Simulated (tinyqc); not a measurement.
Weaire-Thorpe hybrids on a Bethe lattice: gap and dangling bond of an amorphous tetrahedral solid: one step. The self-energy at one energy. Two cases, with inputs chosen for the exercise.

Problem. S = V2^2 g is a quadratic A S^2 + B S + C = 0 with A = a + V1, B = -(a (a + 4 V1) + V2^2), C = V2^2 (a + 3 V1), a = z - V1. Of the two roots take the one with Im S < 0 (if both qualify, the decaying one, with the smaller |V1 V2 g/(b + 3 V1)|).

Four sp3 hybrids an atom at energy 0, coupled by -V1 on the atom and by -V2 along a bond; the bonds form a tree (no rings). For any network the gap runs at least from -V2 + V1 to V2 - 3 V1, and p-like states pile up at -V2 + V1 and V2 + V1. On the tree the gap is wider: it ends at Ec = -V1 + sqrt(V2^2 + 4 V1^2 - 2 sqrt3 V1 V2), which makes it well wider than the gaps of the real glasses. A branch seen from a hybrid has the self-energy S = V2^2 g, where g is the Green function of the hybrid across the bond, whose three partners carry S themselves. With a = z - V1, b = a - S: g = 1/(a + V1 b/(b + 3 V1)), z = E + i eta. A full atom has G = (1/b)(b + 3 V1)/(b + 4 V1) per hybrid; a dangling hybrid with shift dh has G = 1/(1/g - dh).

Case 1.

Values chosen (of the size of tabulated hybrid energies for tetrahedral carbon; shifted at random, so the results belong to these values and not to a real crystal): V1 = 2.08 eV (coupling of two hybrids on one atom); V2 = 10.36 eV (coupling of the two hybrids of a bond); E = -3.15 eV (energy); eta = 0.02 eV (broadening).

Case 2.

Values chosen (of the size of tabulated hybrid energies for amorphous silicon; shifted at random, so the results belong to these values and not to a real crystal): V1 = 1.76 eV (coupling of two hybrids on one atom); V2 = 4.6 eV (coupling of the two hybrids of a bond); E = -3.92 eV (energy); eta = 0.05 eV (broadening).

Give: A, B, C; roots; S.

Solution.

Case 1.

A, B, C: -3.1500+0.0200i  -91.1685+0.0428i  108.4029+2.1466i

roots (eV): 1.1438+0.0226i  -30.0851-0.1928i

S = -30.0851-0.1928i eV

Case 2.

A, B, C: -3.9200+0.0500i  -13.4327+0.2160i  -8.4640+1.0580i

roots (eV): -0.8250+0.1311i  -2.6018-0.1197i

S = -2.6018-0.1197i eV

Computed by tinyqc, one run a case: `OMP_NUM_THREADS=1 python tinyqc.py N N+1 out.jsonl` with N = 1451684, 1451969; one thread of a shared Intel(R) Xeon(R) Processor @ 2.30GHz, about 0.03 s a run at most.
